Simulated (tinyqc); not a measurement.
# Yield against design margin

Cells fail independently with probability Q(k) = erfc(k/sqrt(2))/2 when the margin is k standard deviations, and Y = exp(-Nb Q(k)). phi = exp(-k^2/2)/sqrt(2 pi).  k = margin/s(dVT). With one spare that repairs any one cell, Y1 = exp(-x)(1 + x), x = Nb Q(k).

Values chosen for this exercise:

| symbol | value | unit | meaning |
|---|---|---|---|
| Nb | 8388608 |  | number of cells |

s(dVT) = 39.2 mV

Yield against design margin:
```
M (mV)       k        Q(k)  expected failures x        Y       Y1
200     5.1020   1.6801e-7               1.4093  0.24431  0.58862
215     5.4847   2.0709e-8              0.17372  0.84053  0.98655
225     5.7398   4.7395e-9             0.039758  0.96102  0.99923
235     5.9949   1.0181e-9            0.0085402  0.99150  0.99996
250     6.3776  8.9971e-11            7.5473e-4  0.99925   1.0000
265     6.7602  6.8899e-12            5.7796e-5  0.99994   1.0000
280     7.1429  4.5705e-13            3.8340e-6   1.0000   1.0000
300     7.6531  9.8125e-15            8.2313e-8   1.0000   1.0000
```

Read the table: what changes, and by how much?

Over a change of the margin from 200 to 300 mV, k goes from 5.10 to 7.65, the expected failures fall by 7.2 decades and the yield goes from 0.244 to 1.000. The spare helps most at M = 200 mV among the rows, where it lifts the yield from 0.244 to 0.589.

tinyqc, about 0.01 s, one thread, Intel Xeon 2.30GHz (shared host): `OMP_NUM_THREADS=1 python tinyqc.py 2090035 2090036 out.jsonl`
